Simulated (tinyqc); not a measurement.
Avalanche multiplication and breakdown of a junction from ionisation integrals. Inputs raised by 5 %, one at a time. Computed by tinyqc, a small Python program. Command: `OMP_NUM_THREADS=1 python tinyqc.py 3002022 3002023 out.jsonl impact sens`. One thread of a shared host (Intel(R) Xeon(R) Processor @ 2.30GHz), about 0.04 s of CPU time with the checks.

Ionisation coefficients follow the local field. Position x runs through the depletion layer from the p side (x = 0), where electrons enter, to the n side (x = w), where holes enter. The built-in voltage is neglected.

Inputs (values chosen for the exercise, modelled on silicon):

| quantity | value | unit |
|---|---|---|
| electron prefactor a_n | 635000 | 1/cm |
| electron field b_n | 1.26e+06 | V/cm |
| hole prefactor a_p | 1.6e+06 | 1/cm |
| hole field b_p | 2.06e+06 | V/cm |
| exponent c | 1 | - |
| permittivity eps | 11.7 | - |
| layer width W | 0.91 | micrometre |
| bias as a fraction of the breakdown voltage | 0.81 | - |

Junction: p-i-n with uniform field.

Constants: e = 1.602176634e-19 C; eps_0 = 8.8541878128e-12 F/m.

Method:
- alpha_n = a_n exp(-(b_n/F)^c), alpha_p = a_p exp(-(b_p/F)^c).
- Uniform field F = F_m, w = W, V = F_m W.
- With Phi(x) = int_0^x (alpha_n - alpha_p) dx': 1 - 1/M_n = I_n = int_0^w alpha_n exp(-Phi) dx and M_p = M_n exp(-Phi(w)); trapezoid rule on 401 even points; breakdown at I_n = 1.
- Solve I_n(F_m) = 1.
- Bias V = fraction times the breakdown voltage.
- M_n = 1/(1 - I_n), M_p = M_n exp(-Phi(w)); McIntyre excess noise for the carrier with the larger M, F_x = k M + (1 - k)(2 - 1/M), with k = (smaller M - 1)/(larger M - 1).

Runs:

| input moved | from | to | breakdown voltage (V) | critical field F_m (MV/cm) | width at breakdown (micrometre) | M_n |
|---|---|---|---|---|---|---|
| base run | - | - | 32.93 | 0.3619 | 0.9100 | 2.358 |
| electron prefactor a_n (1/cm) | 635000 | 666750 | 32.71 | 0.3595 | 0.9100 | 2.391 |
| electron field b_n (V/cm) | 1260000 | 1323000 | 33.71 | 0.3705 | 0.9100 | 2.177 |
| hole prefactor a_p (1/cm) | 1600000 | 1680000 | 32.79 | 0.3603 | 0.9100 | 2.322 |
| hole field b_p (V/cm) | 2060000 | 2163000 | 33.77 | 0.3711 | 0.9100 | 2.569 |
| permittivity eps | 11.7 | 12.285 | 32.93 | 0.3619 | 0.9100 | 2.358 |
| layer width W (micrometre) | 0.91 | 0.9555 | 34.20 | 0.3579 | 0.9555 | 2.354 |

Exponents ln(y'/y) / ln(x'/x):

| input | breakdown voltage | critical field F_m | width at breakdown | M_n |
|---|---|---|---|---|
| electron prefactor a_n | -0.139 | -0.139 | 0 | 0.281 |
| electron field b_n | 0.480 | 0.480 | 0 | -1.637 |
| hole prefactor a_p | -0.091 | -0.091 | 0 | -0.314 |
| hole field b_p | 0.514 | 0.514 | 0 | 1.756 |
| permittivity eps | 0.000 | 0.000 | 0 | 0.000 |
| layer width W | 0.772 | -0.228 | 1 | -0.036 |

Which inputs matter most for each result?

Among the inputs moved here: breakdown voltage answers most in size to layer width W (exponent +0.772), next to hole field b_p (+0.514); its exponent is below 0.0005 for permittivity eps. Critical field F_m answers most in size to hole field b_p (exponent +0.514), next to electron field b_n (+0.480); its exponent is below 0.0005 for permittivity eps. Width at breakdown answers most in size to layer width W (exponent +1.000); its exponent is below 0.0005 for electron prefactor a_n, electron field b_n, hole prefactor a_p, hole field b_p, permittivity eps. M_n answers most in size to hole field b_p (exponent +1.756), next to electron field b_n (-1.637); its exponent is below 0.0005 for permittivity eps.
